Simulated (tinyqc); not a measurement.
Time-dependent dielectric breakdown: cell percolation, Weibull statistics, area scaling and voltage extrapolation: one step, computed by the program tinyqc.

The oxide is divided into columns of area a^2, each holding m = t_ox/a cells (m is taken as continuous). A share lambda(t) = (t/t_1)^alpha of the cells is defective, and a column whose cells are all defective breaks down.

Problem. A sample of breakdown times. Each device fails at t = t63 (-ln(1 - u))^(1/beta). Sort the times; median rank F_i = (i - 0.3)/(n_s + 0.4) for n_s devices; W = ln(-ln(1 - F_i)).

characteristic life t63 = 59022.18 s

uniform random numbers u: 0.2733  0.9507  0.6219  0.5352  0.7568  0.2726  0.6925  0.3473  0.9227  0.2732  0.9323  0.7833

Weibull slope beta = 1.038462

Give: Weibull plot.

Solution.

Weibull plot:

| i | t (s) | F_i | ln t | W |
|---|---|---|---|---|
| 1 | 1.960e+04 | 0.0565 | 9.88 | -2.845 |
| 2 | 1.965e+04 | 0.1371 | 9.89 | -1.914 |
| 3 | 1.966e+04 | 0.2177 | 9.89 | -1.404 |
| 4 | 2.599e+04 | 0.2984 | 10.17 | -1.037 |
| 5 | 4.567e+04 | 0.3790 | 10.73 | -0.741 |
| 6 | 5.746e+04 | 0.4597 | 10.96 | -0.485 |
| 7 | 6.918e+04 | 0.5403 | 11.14 | -0.252 |
| 8 | 8.239e+04 | 0.6210 | 11.32 | -0.030 |
| 9 | 8.885e+04 | 0.7016 | 11.39 | 0.190 |
| 10 | 1.459e+05 | 0.7823 | 11.89 | 0.422 |
| 11 | 1.532e+05 | 0.8629 | 11.94 | 0.687 |
| 12 | 1.705e+05 | 0.9435 | 12.05 | 1.056 |

Caution: t_1 is an input here; in a real oxide it changes with thickness at fixed voltage.
